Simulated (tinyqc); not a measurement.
# Changing the lattice temperature T

Model: decay of LO phonons and the hot-phonon bottleneck in the cooling of electrons. Computed by tinyqc, a small Python program. Command: `OMP_NUM_THREADS=1 python tinyqc.py 3022077 3022078 out.jsonl hotphonon sweep`. One thread of a shared host (Intel(R) Xeon(R) Processor @ 2.30GHz), about 0.01 s of CPU time with the checks.

n(E, T) = 1/(exp(E/(k_B T)) - 1) is the Bose occupation. Electrons have a temperature T_e; the LO modes within their reach share one occupation N; the decay products stay at the lattice temperature.

Inputs (values chosen for the exercise, modelled on silicon carbide): LO energy hbar omega = 120 meV; lifetime at T = 0, tau_0 = 4.9 ps; share f of the energy in the softer product = 0.37.

Decay channel: two unequal phonons (Ridley).

Constants: k_B = 8.617333262e-05 eV/K; c = 299792458 m/s.

Method. Decay rate 1/tau = (1/tau_0) [1 + n(f hbar omega) + n((1 - f) hbar omega)]. Full width Gamma = 1/(2 pi c tau) in 1/cm, c in cm/s.

One run for each value; columns: (1) lattice temperature T (K); (2) Raman width Gamma (1/cm); (3) phonon lifetime tau (ps); (4) equilibrium LO occupation N_0; (5) thermal factor tau_0/tau:
```
(1)    (2)    (3)        (4)    (5)
20   1.083  4.900  5.772e-31  1.000
31   1.083  4.900  3.099e-20  1.000
47   1.083  4.900  1.357e-13  1.000
71   1.084  4.897  3.034e-09  1.001
110  1.094  4.853  3.177e-06  1.010
170  1.145  4.638  2.771e-04  1.056
250  1.275  4.164  3.824e-03  1.177
390  1.605  3.307  2.895e-02  1.482
590  2.177  2.439  1.042e-01  2.009
900  3.142  1.690  2.704e-01  2.900
```

Over the rows, Raman width Gamma (1/cm) rises from 1.08 to 3.14; phonon lifetime tau (ps) falls from 4.90 to 1.69; equilibrium LO occupation N_0 rises from 5.77e-31 to 0.270 (exponent d ln y / d ln x 56 between the first rows and 2.3 between the last). At the low end the exponent of Raman width Gamma is 0.00, close to 0: spontaneous decay alone. The width is flat while k_B T is small against the energy of the softer product, and then grows with the occupation of the products.
